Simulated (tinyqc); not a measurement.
What moves the results: coherent potential approximation for a binary alloy with a semi-elliptic band. A value that a table varies takes the place of the one given here.

Site levels eA = -x d (share 1 - x) and eB = (1 - x) d (share x), so that their mean, the virtual crystal, is 0. Pure band: G0(z) = 2 (z - sqrt(z - W) sqrt(z + W))/W^2 with principal roots, density -Im G/pi per site. The medium has a self-energy S(z), G = G0(z - S), z = E + i eta. t_i = (e_i - S)/(1 - (e_i - S) G); the CPA demands <t> = (1 - x) tA + x tB = 0. Iteration: start at S = 0, set S(new) = S + <t>/(1 + <t> G), stop when |<t>| < 1e-9 eV.

Values chosen for the exercise:
```
symbol  value  unit  meaning
W       2.5    eV    half width of the pure band
x       0.18         fraction of B
d       0.64   eV    eB - eA
eta     0.05   eV    broadening
E1      -2.6   eV    first energy
dE      0.4    eV    step
E       -1.78  eV    energy
```

## Virtual crystal, CPA and unmixed bands

Fifteen energies E1 + j dE. Virtual crystal: G0(z). Unmixed: (1 - x) G0(z - eA) + x G0(z - eB), the limit of large separate grains.

Densities (1/eV) and self-energy (eV):
```
E (eV)  virtual crystal     CPA  unmixed     Re S     Im S
-2.60            0.0129  0.0162   0.0308  -0.0295  -0.0019
-2.20            0.1163  0.1211   0.1127  -0.0328  -0.0134
-1.80            0.1718  0.1730   0.1663  -0.0309  -0.0204
-1.40            0.2060  0.2053   0.2034  -0.0285  -0.0262
-1.00            0.2284  0.2264   0.2266  -0.0255  -0.0315
-0.60            0.2422  0.2391   0.2407  -0.0217  -0.0364
-0.20            0.2488  0.2449   0.2475  -0.0171  -0.0412
0.20             0.2488  0.2442   0.2476  -0.0114  -0.0456
0.60             0.2422  0.2372   0.2409  -0.0040  -0.0495
1.00             0.2284  0.2235   0.2269   0.0052  -0.0522
1.40             0.2060  0.2020   0.2040   0.0168  -0.0527
1.80             0.1718  0.1704   0.1687   0.0307  -0.0490
2.20             0.1163  0.1215   0.1085   0.0459  -0.0377
2.60             0.0129  0.0203   0.0312   0.0498  -0.0062
3.00             0.0041  0.0044   0.0101   0.0317  -0.0012
```

What can be read from the table?

d/W = 0.26. CPA and virtual crystal differ by at most 0.007 1/eV, at 2.60 eV, against a peak of 0.255 for the pure band. |Im S| is largest at 1.40 eV (Im S = -0.053 eV); where the density is near zero this is no damping of states. On these rows the CPA density keeps one maximum: the bands are amalgamated.

## Bowing of the band edge from disorder

For eta = 0 the CPA reads G = (1 - x)/(y - eA) + x/(y - eB) with y = E - W^2 G/4; the lower edge is the maximum of E(y) = y + W^2 G(y)/4 for y < eA. The virtual crystal puts it at -W. Second order: -W - 2 x (1 - x) d^2/W, from S = x (1 - x) d^2 G0(-W), G0(-W) = -2/W.

Lower edge (eV):
```
x        edge  edge + W  second order  (edge + W)/(x (1 - x))
0.05  -2.5106   -0.0106       -0.0156                 -0.2228
0.10  -2.5206   -0.0206       -0.0295                 -0.2293
0.25  -2.5472   -0.0472       -0.0614                 -0.2519
0.40  -2.5674   -0.0674       -0.0786                 -0.2807
0.50  -2.5762   -0.0762       -0.0819                 -0.3049
0.60  -2.5804   -0.0804       -0.0786                 -0.3352
0.75  -2.5748   -0.0748       -0.0614                 -0.3991
0.90  -2.5460   -0.0460       -0.0295                 -0.5113
0.95  -2.5273   -0.0273       -0.0156                 -0.5746
```

second-order coefficient = -0.3277 eV

What does this show?

Disorder pushes the edge below the virtual crystal, most at x = 0.6 (-80 meV). The coefficient runs from -0.223 at x = 0.05 to -0.575 eV at 0.95, against -0.328 in second order: it depends strongly on x and is largest in size where the low-lying A atoms are dilute and act as attractive impurities.

## When the band splits

x as given, d varied, eta as given. The density is taken at E = (eA + eB)/2 and at E = eA + eB = (1 - 2x) d, where S has its pole for well split bands; a gap shows as a density of the size of the broadening tail.

Between the two levels:
```
d/W  d (eV)  density at the midpoint (1/eV)  density at (1 - 2x) d (1/eV)  Im S at the midpoint (eV)
0.2    0.50                          0.2462                        0.2446                     -0.028
0.4    1.00                          0.2367                        0.2289                     -0.105
0.6    1.50                          0.2226                        0.2001                     -0.202
0.8    2.00                          0.2055                        0.1511                     -0.285
1.0    2.50                          0.1857                        0.0482                     -0.333
1.2    3.00                          0.1618                        0.0263                     -0.341
1.5    3.75                          0.1109                        0.0194                     -0.277
2.0    5.00                          0.0061                        0.0073                     -0.062
```

How do the results move?

The midpoint density falls from 0.246 to 0.0061 1/eV; it first drops below a tenth of the pure peak (0.025) at d/W = 2. At (1 - 2x) d the density drops below that mark at d/W = 1.5, so the bands have parted by then (this mark lags the true splitting), and is least, 0.0073, at d/W = 2. For x = 1/2 the two coincide and the band splits at d = W exactly; here x = 0.18. The size of Im Sigma at the midpoint is largest at d/W = 1.2. It is a lifetime only where the density there is finite; for well separated bands, d/W above 1/(2 sqrt(x (1 - x))), S has a pole in the gap at (1 - 2x) d.

## What each parameter does

Converged values at E. Each row changes one parameter from the base and keeps the others.

Results:
```
case          Re S (eV)  Im S (eV)  density (1/eV)
base            -0.0308    -0.0208          0.1750
W = 2.75 eV     -0.0274    -0.0220          0.1725
x = 0.23        -0.0375    -0.0264          0.1751
d = 0.704 eV    -0.0368    -0.0240          0.1753
eta = 0.1 eV    -0.0300    -0.0205          0.1704
E = -1.53 eV    -0.0293    -0.0244          0.1963
```

What does this show?

The largest shifts from the base row, up to three for each result and ties (the steps differ in size, so this ranks the rows, not the parameters). Re S (eV): x -0.0067, d -0.0060, W +0.0034. Im S (eV): x -0.0057, E -0.0037, d -0.0032. density (1/eV): E +0.0213, eta -0.0046, W -0.0025.

Program tinyqc; command `OMP_NUM_THREADS=1 python tinyqc.py 1480422 1480423 out.jsonl`; about 0.01 s on one thread of a shared Intel(R) Xeon(R) Processor @ 2.30GHz.
